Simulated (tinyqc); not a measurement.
Inside a calculation. Method: tight binding, honeycomb lattice. Computed by tinyqc, a small Python program that keeps every step. Settings: t1 = 1.79, t2 = 0.1, phi = 1.57, delta = 0, points = 6. Command: `OMP_NUM_THREADS=1 python tinyqc.py 28631 28632 out.jsonl` (the two numbers bound the seeds that draw the settings). One thread of a shared host (Intel(R) Xeon(R) Processor @ 2.60GHz), about 0.01 s of CPU time with the checks.

## Bloch Hamiltonian at k

Parameters chosen for this model:

| parameter | value | unit |
|---|---|---|
| t1 | 1.790000 | eV, nearest |
| t2 | 0.100000 | eV, second neighbours |
| phi | 1.570000 | rad, phase of t2 (Haldane) |
| delta | 0 | eV, +/- on A and B |

k point k (fractions of the reciprocal vectors): -0.0100  -0.3800

H_AB = -t1 (1 + exp(-i k.a1) + exp(-i k.a2)); H_AA = delta - 2 t2 sum cos(k.b + phi), H_BB = -delta - 2 t2 sum cos(k.b - phi), b = a1, a2 - a1, -a2.

H(k) at k (eV):
```
                 A                B
A          -0.0214  -2.2716-1.3377i
B  -2.2716+1.3377i           0.0215
```

## Levels at k

Diagonalise the Hermitian matrix.

eigenvalues (eV): -2.6363  2.6364

weights |c|^2 of the basis functions:
```
   band 1  band 2
A  0.5041  0.4959
B  0.4959  0.5041
```

## Bloch Hamiltonian at K

k point K (fractions of the reciprocal vectors): 0.3333  0.6667

As before.

H(k) at K (eV):
```
        A        B
A  0.5199   0.0000
B  0.0000  -0.5194
```

## Levels at K

As before.

eigenvalues (eV): -0.5194  0.5199

weights |c|^2 of the basis functions:
```
   band 1  band 2
A  0.0000  1.0000
B  1.0000  0.0000
```

## Bands along a path

The same steps at evenly spaced points between the labelled ones.

Bands along the path (eV):

| k | band 1 | band 2 |
|---|---|---|
| G | -5.3705 | 5.3695 |
| G-K 0.33 | -4.5331 | 4.5326 |
| G-K 0.67 | -2.4334 | 2.4336 |
| K | -0.5194 | 0.5199 |
| K-M 0.33 | -1.0549 | 1.0554 |
| K-M 0.67 | -1.5961 | 1.5965 |
| M | -1.7898 | 1.7902 |
| M-K' 0.33 | -1.5961 | 1.5965 |
| M-K' 0.67 | -1.0549 | 1.0554 |
| K' | -0.5194 | 0.5199 |

With 1 band(s) filled, the highest filled level on these points lies at K and the lowest empty one at K: a gap of 1.0392 eV, direct.

## Chern number of the lower band

On a 6 x 6 mesh, the phase of the product of overlaps around each plaquette (k1 then k2); the sum over 2 pi is an integer.

plaquette phases (rad):
```
         1        2        3        4        5        6
1   0.0000  -0.0024  -0.0488  -0.0796   0.0216   0.0081
2  -0.0024  -0.0211  -0.0771  -0.8287   0.0000   0.0216
3  -0.0488  -0.0771  -0.1620  -0.9366  -0.8287  -0.0796
4  -0.0796  -0.8287  -0.9366  -0.1620  -0.0771  -0.0488
5   0.0216   0.0000  -0.8287  -0.0771  -0.0211  -0.0024
6   0.0081   0.0216  -0.0796  -0.0488  -0.0024   0.0000
```

Chern number = -1.0000
